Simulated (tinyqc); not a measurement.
Against doping: dopants and charged point defects at anneal temperature: Fermi-level effect, clustering and pairing. Computed by tinyqc, a small Python program. Command: `OMP_NUM_THREADS=1 python tinyqc.py 3000416 3000417 out.jsonl pairing walk`. One thread of a shared host (Intel(R) Xeon(R) Processor @ 2.30GHz), about 0.01 s of CPU time with the checks.

Boltzmann statistics and full ionisation of active dopants. Energies are counted from the valence band; the defect (a vacancy or self-interstitial) has five charge states, with all degeneracy factors one.

Inputs (values chosen for the exercise, with bands modelled on germanium):
```
quantity                                         value   unit
gap at 0 K E_g0                                  0.734     eV
Varshni alpha                                 0.000468   eV/K
Varshni beta                                       236      K
electron mass m_e                                0.214    m_0
valleys M_c                                          4      -
hole mass m_h                                     0.33    m_0
anneal temperature T                               750      K
total dopant density N                         7.1e+18  cm^-3
formation enthalpy of the neutral defect H_f      2.56     eV
formation entropy S_f                              9.9    k_B
site density N_s                               2.9e+22  cm^-3
```

Dopant: acceptor. Second part: pairing with a mobile impurity.

defect levels as fractions of E_g(T): (2+/+), (+/0), (0/-), (-/2-): 0.031  0.22  0.6  0.71

Constants: m_0 = 9.1093837015e-31 kg; k_B = 1.380649e-23 J/K; h = 6.62607015e-34 J s; k_B = 8.617333262e-05 eV/K.

Method:
- E_g = E_g0 - alpha T^2/(T + beta).
- N_c = 2 M_c (2 pi m_e k_B T/h^2)^(3/2) and N_v = 2 (2 pi m_h k_B T/h^2)^(3/2), masses in units of m_0.
- n_i = sqrt(N_c N_v) exp(-E_g/2 k_B T); E_i = E_g/2 + (k_B T/2) ln(N_v/N_c).
- No clustering: A = N.
- p = A/2 + sqrt(A^2/4 + n_i^2) for an active density A.
- chi = n/n_i (for acceptors n_i/p); E_F = E_i + k_B T ln chi; field enhancement h = 1 + A/sqrt(A^2 + 4 n_i^2).
- C_0 = N_s exp(S_f/k_B) exp(-H_f/k_B T). Ratios to the neutral state at E_F = E_i: r_+ = exp((E(+/0) - E_i)/k_B T), r_2+ = r_+ exp((E(2+/+) - E_i)/k_B T), r_- = exp((E_i - E(0/-))/k_B T), r_2- = r_- exp((E_i - E(-/2-))/k_B T); at other E_F state q scales as chi^(-q). The enhancement is sum r_q chi^(-q)/sum r_q. The charge on the defects is left out of neutrality.
- chi = n/n_i; h = 1 + A/sqrt(A^2 + 4 n_i^2); the dopant diffusivity over its intrinsic value is D/D_i = enhancement x h x A/N, if every charge state carries the dopant equally well.

E_g = 0.467012 eV

k_B T = 0.0646300 eV

n_i = 7.33020e+17 cm^-3

E_i = 0.209702 eV

effective density of states N_b of the majority band = 1.88041e+19 cm^-3

neutral defects C_0 = 3.62636e+09 cm^-3

Charge states:
```
state  ratio r  intrinsic (cm^-3)  doped (cm^-3)
2+     0.00932        3.37972e+07    3.23802e+09
+      0.19110        6.93001e+08    6.78318e+09
0      1.00000        3.62636e+09    3.62636e+09
-      0.33591        1.21814e+09    1.24451e+08
2-     0.05096        1.84809e+08    1.92897e+06
```

Trend at the anneal temperature:
```
N (cm^-3)  active A (cm^-3)      chi  defect enhancement  mean charge   D/D_i
2.20e+16           2.20e+16  0.98511               0.998  -1.3676e-01    1.01
6.10e+16           6.10e+16  0.95926               0.994  -1.2451e-01    1.04
1.70e+17           1.70e+17  0.89074               0.987  -9.0711e-02    1.10
4.60e+17           4.60e+17  0.73430               0.978  -4.3824e-03    1.27
1.30e+18           1.30e+18  0.44979               1.028   2.1153e-01    1.71
3.50e+18           3.50e+18  0.20098               1.418   5.9557e-01    2.73
9.60e+18           9.60e+18  0.07592               3.251   1.1095e+00    6.46
2.70e+19           2.70e+19  0.02713              13.051   1.5621e+00   26.08
7.30e+19           7.30e+19  0.01004              70.867   1.8129e+00  141.72
```

What follows from these numbers?

Well below n_i = 7.33e17 cm^-3 chi and the enhancement are near 1. At any doping d ln(enhancement)/d ln chi equals minus the mean charge, which goes from -0.14 to +1.81 over the rows. Rows with carriers above N_b lie beyond Boltzmann statistics.
